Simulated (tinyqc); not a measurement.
Haynes-Shockley experiment: drift, diffusion and decay of a minority-carrier pulse: one step, computed by the program tinyqc.

A thin sheet of excess carriers is made at x = 0, t = 0 in a long uniform bar; injection is low, so the pulse moves with the minority mobility.

Problem. Shape in time. dn(x, t) = N0/sqrt(4 pi D t) exp(-(x - v t)^2/(4 D t) - t/tau). Times are 0.7, 0.8, 0.9, 0.95, 1, 1.05, 1.1, 1.2 and 1.4 t_p.

Inputs (values chosen for the exercise, modelled on holes in n-type silicon in a lightly doped bar):

| quantity | value | unit |
|---|---|---|
| lifetime tau | 78 | microsecond |
| temperature T | 300 | K |
| distance d to the collector | 0.34 | cm |
| injected sheet density N0 | 1.9e+10 | 1/cm^2 |

time of the peak t_p = 80.02731 microsecond

D = 12.71918 cm^2/s

drift velocity v = 4132.8 cm/s

peak density = 5.896103e+10 1/cm^3

Give: the table «Signal at d» with the columns t (microsecond), dn (1/cm^3), dn/peak, for t/t_p = 0.70, 0.80, 0.90, 0.95, 1.00, 1.05, 1.10, 1.20, 1.40.

Solution.

Signal at d:

| t/t_p | t (microsecond) | dn (1/cm^3) | dn/peak |
|---|---|---|---|
| 0.70 | 56.0 | 1.576e+09 | 0.027 |
| 0.80 | 64.0 | 1.442e+10 | 0.245 |
| 0.90 | 72.0 | 4.312e+10 | 0.731 |
| 0.95 | 76.0 | 5.475e+10 | 0.929 |
| 1.00 | 80.0 | 5.896e+10 | 1.000 |
| 1.05 | 84.0 | 5.514e+10 | 0.935 |
| 1.10 | 88.0 | 4.565e+10 | 0.774 |
| 1.20 | 96.0 | 2.309e+10 | 0.392 |
| 1.40 | 112.0 | 2.372e+09 | 0.040 |

At 0.9 and 1.1 t_p the signal is 0.731 and 0.774 of its peak: the trailing side is the wider one.
